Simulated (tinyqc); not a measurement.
Forward curve with series resistance: current of a Schottky diode by thermionic-emission-diffusion theory, and its read-back from I-V-T and C-V data. Computed by tinyqc, a small Python program. Command: `OMP_NUM_THREADS=1 python tinyqc.py 3009490 3009491 out.jsonl schottky walk`. One thread of a shared host (Intel(R) Xeon(R) Processor @ 2.30GHz), about 0.01 s of CPU time with the checks.

Full ionisation, no tunnelling, no recombination current. V is the voltage across the junction itself, forward positive.

Inputs (values chosen for the exercise, modelled on n-type GaN):
```
quantity                                     value           unit
Richardson constant A*                          25   A/(cm^2 K^2)
effective density of states at 300 K, N_c  2.3e+18         1/cm^3
permittivity eps                               9.7              -
mobility mu                                   1000     cm^2/(V s)
barrier without image force phi_0            0.952             eV
doping N                                   1.2e+16         1/cm^3
series resistance R_s                         0.11  milliohm cm^2
junction voltage V                            0.51              V
temperature T                                  300              K
```

Barrier: uniform.

Constants: k_B = 8.617333262e-05 eV/K; e = 1.602176634e-19 C; eps_0 = 8.8541878128e-12 F/m.

Method:
- N_c(T) = N_c (T/300 K)^(3/2); V_bi = phi_0 - (k_B T/e) ln(N_c(T)/N); surface field F = sqrt(2 e N (V_bi - V - k_B T/e)/(eps eps_0)); image lowering d_phi = sqrt(e F/(4 pi eps eps_0)); effective barrier phi = phi_0 - d_phi.
- Collection velocity v_R = A* T^2/(e N_c(T)); diffusion velocity v_D = mu F; J = e N_c(T) v_R/(1 + v_R/v_D) exp(-phi/k_B T) [exp(e V/k_B T) - 1].
- Terminal voltage V + J R_s; apparent ideality from neighbouring rows, (e/k_B T) dV_terminal/d ln J.

built-in voltage V_bi = 0.816128 V

Forward curve; the last column belongs to the interval up to the next row:
```
V (V)  J (A/cm^2)  terminal voltage (V)  apparent n
0.191  9.6632e-07               0.19100      1.0147
0.265  1.6230e-05               0.26500      1.0169
0.340  2.8143e-04               0.34000      1.0196
0.414  4.6626e-03               0.41400      1.0236
0.488  7.6422e-02               0.48801      1.0314
0.562  1.2318e+00               0.56214      1.0698
0.637  1.9985e+01               0.63920      1.4996
0.711  2.9012e+02               0.74291           -
```

The resistance takes over where J R_s exceeds k_B T/e, at J = 235 A/cm^2; the apparent ideality climbs from 1.01 to 1.50, so barrier and n must be read below that current.
